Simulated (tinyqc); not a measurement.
From results back to parameters: deformation-potential model of the Delta valleys of a conduction band. Three cases, with inputs chosen for the exercise.

Problem. An ellipsoidal valley with ml > mt has the density-of-states mass m_d = (ml mt^2)^(1/3) and, averaged over equivalent valleys, the conductivity mass m_c = 3/(1/ml + 2/mt).

Find: K = ml/mt; mt; ml.

Method. With K = ml/mt, m_d/m_c = K^(1/3) (2 + 1/K)/3, which rises steadily for K > 1 and so fixes K; then mt = m_d K^(-1/3) and ml = K mt.

Case 1.

m_d = 0.3325934 m0
m_c = 0.2676866 m0

Solution.

K = ml/mt = 4.812
mt = 0.197 m0
ml = 0.948 m0

Case 2.

m_d = 0.3129162 m0
m_c = 0.2505316 m0

Solution.

K = ml/mt = 4.918
mt = 0.184 m0
ml = 0.905 m0

Case 3.

m_d = 0.3195645 m0
m_c = 0.2578979 m0

Solution.

K = ml/mt = 4.758
mt = 0.190 m0
ml = 0.904 m0

Computed by tinyqc, one run a case: `OMP_NUM_THREADS=1 python tinyqc.py N N+1 out.jsonl` with N = 1080995, 1081110, 1081129; one thread of a shared Intel(R) Xeon(R) Processor @ 2.30GHz, about 0.03 s a run at most.
